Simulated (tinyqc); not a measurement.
Printed widths: electron-beam lithography: double-Gaussian proximity function, edge placement and dose correction for parallel lines. Computed by tinyqc, a small Python program. Command: `OMP_NUM_THREADS=1 python tinyqc.py 3112948 3112949 out.jsonl proximity walk`. One thread of a shared host (Intel(R) Xeon(R) Processor @ 2.30GHz), about 0.01 s of CPU time with the checks.

Lines are infinitely long. Absorbed energy is counted so that the middle of a very large area written at dose 1 receives 1; the resist develops where it exceeds 1/2.

Inputs (values chosen for the exercise, of the order of those for 100 keV electrons in resist on silicon): forward range alpha = 0.014 micrometre; backscatter range beta = 33 micrometre; backscatter ratio eta = 0.94.

line widths (micrometre): [30, 0.034, 0.097, 0.076, 0.12]

gaps between the lines (micrometre): [0.14, 19, 13, 12]

Method:
- The first line starts at x = 0; each next one starts after the width and the gap.
- f(r) = [exp(-r^2/alpha^2)/alpha^2 + eta exp(-r^2/beta^2)/beta^2]/(pi (1 + eta)). A line from a to b at dose d gives E(x) = d [S(alpha) + eta S(beta)]/(1 + eta), S(s) = [erf((b - x)/s) - erf((a - x)/s)]/2.
- M_ij is the mean of E at the two edges of line i from line j at dose 1.
- Uncorrected edge energies are M 1. Solve M d = 1/2 for the doses d that put the mean edge energy of every line at the threshold.
- Edges are the roots of E(x) = 1/2 between a line centre and the middle of the next gap. Three cases: dose 1 everywhere; one common dose equal to the mean of d; the corrected doses.

Lines (micrometre):
```
line  left edge  right edge   centre
1         0.000      30.000  15.0000
2        30.140      30.174  30.1570
3        49.174      49.271  49.2225
4        62.271      62.347  62.3090
5        74.347      74.467  74.4070
```

corrected doses: 1 1.10399, 2 1.10462, 3 1.53732, 4 1.76026, 5 1.86845

Width error, printed less drawn (nm):
```
line  drawn width (nm)   dose 1  mean dose  corrected
1                30000   -4.600     11.564          0
2                   34   -4.657     11.541   2.00e-06
3                   97  -15.939      1.129   3.00e-06
4                   76  -24.391     -3.930   1.00e-06
5                  120  -30.768     -6.443          0
```

What does the comparison show, and why?

With the common mean dose the errors span 18.0 nm. With corrected doses the largest error is below 0.01 nm.

Extremes, crossings and ranges named in words are read from the listed rows.
